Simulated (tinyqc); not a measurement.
Cluster expansion of a binary alloy: correlations, fit, cross-validation and ground states. Changing the fraction x of B. Computed by tinyqc, a small Python program. Command: `OMP_NUM_THREADS=1 python tinyqc.py 3007759 3007760 out.jsonl clex sweep`. One thread of a shared host (Intel(R) Xeon(R) Processor @ 2.30GHz), about 0.06 s of CPU time with the checks.

s = +1 for A and -1 for B. Energy per site E = J0 + J1 P(point) + sum over clusters of m V P, with P the mean product of spins; V > 0 on a pair favours unlike neighbours. Clusters per site m: pair 1 2, pair 2 2, pair 3 2, triplet 4; the triplet is two first-neighbour bonds at a right angle. Formation energies are counted from the line between pure A and pure B, which removes J0 and J1.

Inputs (values chosen for the exercise, for a model alloy): first-pair interaction V1 = 25 meV; second-pair interaction V2 = 6.4 meV; third-pair interaction V3 = -0.0052 meV; triplet interaction Vt = -3.1 meV; temperature T = 2400 K.

Lattice: square.

Constants: k_B = 8.617333262e-05 eV/K.

Method. Random alloy: P(pair) = p^2, P(triplet) = p^3, p = 1 - 2x, so H_mix = (p^2 - 1) sum m V(pairs) + (p^3 - p) m Vt; G_mix = H_mix + k_B T [x ln x + (1 - x) ln(1 - x)]. To first order in 1/T the Warren-Cowley parameter of shell 1 is alpha_1 = -(1 - p^2) V_eff/(k_B T), V_eff = V1 + (number of triplets on a first-neighbour bond) p Vt, that number being 4.

One run for each value:
```
fraction x of B  mixing enthalpy H_mix (meV/site)  mixing free energy G_mix (meV/site)  alpha_1
0.05                                        -9.81                                -50.9  -0.0127
0.15                                       -27.60                               -115.0  -0.0402
0.25                                       -42.44                               -158.7  -0.0682
0.35                                       -53.75                               -187.7  -0.0936
0.45                                       -60.93                               -203.3  -0.1137
0.55                                       -63.39                               -205.7  -0.1256
0.65                                       -60.52                               -194.4  -0.1264
0.75                                       -51.74                               -168.0  -0.1131
0.85                                       -36.45                               -123.9  -0.0831
0.95                                       -14.05                                -55.1  -0.0332
```

Over the rows, mixing enthalpy H_mix (meV/site) goes from -9.81 through a minimum among these rows, -63.4 at 0.550, to -14.1; mixing free energy G_mix (meV/site) goes from -50.9 through a minimum among these rows, -206 at 0.550, to -55.1; alpha_1 goes from -0.0127 through a minimum among these rows, -0.126 at 0.650, to -0.0332. Pairs alone give a parabola symmetric about x = 1/2; the triplet tilts it, and H_mix(0.25) - H_mix(0.75) = 9.30 meV.

Extremes, crossings and ranges named in words are read from the listed rows.
